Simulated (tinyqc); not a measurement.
From results back to parameters: Lorentz oscillators and the Kramers-Kronig relations. Two cases, with inputs chosen for the exercise.

Problem. Below the gap a single undamped oscillator gives n^2 - 1 = Eo Ed/(Eo^2 - E^2) (Wemple-DiDomenico). Two refractive indices were computed from hidden Eo and Ed.

Case 1.

Values chosen: Ea = 0.96 eV; Eb = 2.41 eV.
n(Ea) = 1.361644
n(Eb) = 1.370572

Case 2.

Values chosen (out of a larger set: line positions loosely like those of GaN; Lorentz tails absorb below the gap, where the real solid is clear; not measured data): Ea = 1.14 eV; Eb = 1.99 eV.

n(Ea) = 2.088530
n(Eb) = 2.141054

Find: Eo; Ed; n at E = 0.
Solution. 1/(n^2 - 1) = Eo/Ed - E^2/(Eo Ed) is a straight line in E^2: slope -1/(Eo Ed), intercept Eo/Ed.

Case 1.

Eo = 13.30 eV
Ed = 11.3 eV
n at E = 0 = 1.360

Case 2.

Eo = 6.65 eV
Ed = 21.7 eV
n at E = 0 = 2.065

Computed by tinyqc, one run a case: `OMP_NUM_THREADS=1 python tinyqc.py N N+1 out.jsonl` with N = 1652576, 1652637; one thread of a shared Intel(R) Xeon(R) Processor @ 2.30GHz, about 0.2 s a run at most.
